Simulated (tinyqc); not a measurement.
Band folding and unfolding in a supercell of a chain: one step. Supercell Hamiltonian.

A chain with hopping -t and n = 8 sites a supercell. H(K) has v_j on the diagonal, -t between neighbours and -t exp(2 pi i K) on the bond that closes the cell (from the last site to the first of the next cell). The point K holds the n wave vectors k_m = (K + m)/n of the primitive zone, in 2 pi/a, m = 0 to n - 1, with E0 = -2t cos(2 pi k_m). The unfolding weight of a state c on k_m is |sum_j c_j exp(-2 pi i k_m j)|^2/n, j = 0 to n - 1.

Parameters, chosen for this exercise:

| symbol | value | unit | meaning |
|---|---|---|---|
| t | 0.86 | eV | hopping |
| v | (0.344, 0.243, 0, -0.243, -0.344, -0.243, 0, 0.243) | eV | site energies in the supercell |
| Kq | 0.28 | 2 pi/(n a) | wave vector in the small zone |

Task: Fill in H(K).

Give: H.

Result:

H (eV):
```
                1        2        3        4        5        6
1          0.3440  -0.8600        0        0        0        0
2         -0.8600   0.2430  -0.8600        0        0        0
3               0  -0.8600        0  -0.8600        0        0
4               0        0  -0.8600  -0.2430  -0.8600        0
5               0        0        0  -0.8600  -0.3440  -0.8600
6               0        0        0        0  -0.8600  -0.2430
7               0        0        0        0        0  -0.8600
8  0.1611-0.8448i        0        0        0        0        0

         7               8
1        0  0.1611+0.8448i
2        0               0
3        0               0
4        0               0
5        0               0
6  -0.8600               0
7        0         -0.8600
8  -0.8600          0.2430
```

Computed by tinyqc, a small Python program: `OMP_NUM_THREADS=1 python tinyqc.py 1452329 1452330 out.jsonl` (the numbers bound the seed that draws the inputs); one thread of a shared host (Intel(R) Xeon(R) Processor @ 2.30GHz), about 0.01 s for the whole set of steps.
